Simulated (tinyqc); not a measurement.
## Gate voltage for a wanted density

Problem. A HEMT has a barrier of thickness d, permittivity eb and off voltage Voff; energies are counted from the channel band edge at the interface. F = q (eta ns + Nb)/(eps0 ec) in eV/nm; E_k = a_k (C F^2/me)^(1/3), a_0 = 2.338107, a_1 = 4.087949, C = hbar^2/(2 m0); D = me m0 q/(pi hbar^2); ns = D Vt [ln(1 + exp((EF - E_0)/Vt)) + ln(1 + exp((EF - E_1)/Vt))], which gives EF = E_0 + Vt ln{2 s/[(1 + u) + sqrt((1 + u)^2 + 4 u s)]} with s = exp(ns/(D Vt)) - 1, u = exp((E_0 - E_1)/Vt). Charge control: ns + Nb = eps0 eb (Vg - Voff - EF)/(q d). Find E_0, E_1, EF and the Vg that gives this ns.

Values chosen for this exercise; material values close to those of InAlAs on In0.53Ga0.47As:
```
symbol   value   unit                                         meaning
T          300      K                                     temperature
d           29     nm          barrier thickness from gate to channel
me      0.0407     m0                    electron mass in the channel
ec        13.9                   relative permittivity of the channel
eta        0.5         share of ns that counts in the confining field
Nb           0  cm^-2                  depletion charge of the buffer
```

Constants: q = 1.602176634e-19 C, kB = 1.380649e-23 J/K, hbar = 1.054571817e-34 J s, m0 = 9.1093837015e-31 kg, Vt = kB T/q, eps0 = 8.8541878128e-14 F/cm where lengths are in cm, hbar^2/(2 m0) = 0.0380998212 eV nm^2. Results are converted to the units shown.

ns = 3.1e11 cm^-2
eb = 12.6
Voff = -0.99620976 V

Answer. In this direction nothing needs iterating: ns fixes the field, the levels and EF, and the charge-control relation gives Vg.

E_0 = 0.03652 eV
E_1 = 0.06386 eV
EF = 0.02543 eV
Vg = -0.8417 V

Computed by the program tinyqc: `OMP_NUM_THREADS=1 python tinyqc.py 2180012 2180013 out.jsonl`, one thread of a shared Intel Xeon 2.30GHz, about 0.01 s for the whole run.
